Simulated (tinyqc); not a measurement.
What each parameter of the potential does: deformation potentials from a strained empirical pseudopotential.

Diamond lattice, no spin-orbit coupling. Atomic form factor V(q) = a1 (q^2 - a2)/(a3 exp(a4 q^2) - 1) in rydberg with q in 1/bohr, for the unstrained cell. Under a strain e the reciprocal vectors and k go over into (1 + e)^(-1) G, the atoms sit at +/- tau with tau = (1 + e) a (1,1,1)/8 - zeta a (eyz, ezx, exy)/4, and H(G,G') = c |k + G|^2 delta + (V(q)/det(1 + e)) cos(q.tau), q = G - G', with the term q = 0 left out; c = hbar^2/2m0. The basis is fixed before straining: all G with |k + G|^2 up to 16 (2 pi/a)^2. k is given in units of 2 pi/a of the unstrained cell.

Constants: hbar^2/2m0 = 3.80998211 eV angstrom^2; Ry = 13.60569312 eV; a0 (Bohr radius) = 0.5291772105 angstrom.

Inputs chosen for the exercise (near those of Si; the results hold for these values, not for the real material):
- a = 5.426 angstrom (lattice constant)
- a1 = 0.536
- a2 = 2.217
- a3 = 2.046
- a4 = 0.483
- kD = 0.82 2 pi/a (position of the Delta minimum)

Gaps from the valence top to level 8 at Gamma and level 5 at (kD,0,0) and L, and their deformation potentials [E(+h) - E(-h)]/(3 ln((1 + h)/(1 - h))) for e = +/- h 1, h = 0.002. The row for the lattice constant keeps V(q) without the volume factor, so it is not a strain.

One parameter was then changed.

Results before and after:

| case | Gamma (eV) | Delta (eV) | L (eV) | potential Gamma (eV) | potential Delta (eV) | potential L (eV) |
|---|---|---|---|---|---|---|
| base | 4.083 | 1.308 | 2.098 | -9.07 | 2.54 | -2.03 |
| changed | 4.041 | 1.239 | 2.048 | -8.99 | 2.55 | -2.01 |

Which of these changes was made? (a) a1 = 0.531; (b) a4 = 0.478; (c) a2 = 2.195; (d) a = 5.48 angstrom; (e) a3 = 2.026.

Answer: (a) a1 = 0.531. Of the candidates, run in turn, only this one gives the changed row.

All candidates:

| case | Gamma (eV) | Delta (eV) | L (eV) | potential Gamma (eV) | potential Delta (eV) | potential L (eV) |
|---|---|---|---|---|---|---|
| base | 4.083 | 1.308 | 2.098 | -9.07 | 2.54 | -2.03 |
| a = 5.48 angstrom | 3.943 | 1.600 | 2.199 | -9.36 | 2.21 | -2.23 |
| a1 = 0.531 | 4.041 | 1.239 | 2.048 | -8.99 | 2.55 | -2.01 |
| a2 = 2.195 | 4.201 | 1.232 | 2.101 | -9.00 | 2.60 | -1.99 |
| a3 = 2.026 | 4.130 | 1.403 | 2.165 | -9.16 | 2.54 | -2.03 |
| a4 = 0.478 | 4.179 | 1.397 | 2.177 | -9.24 | 2.46 | -2.11 |

Computed by tinyqc, a small Python program: `OMP_NUM_THREADS=1 python tinyqc.py 1880472 1880473 out.jsonl` (the numbers bound the seed that draws the inputs); one thread of a shared host (Intel(R) Xeon(R) Processor @ 2.30GHz), about 0.2 s for the whole set of steps.
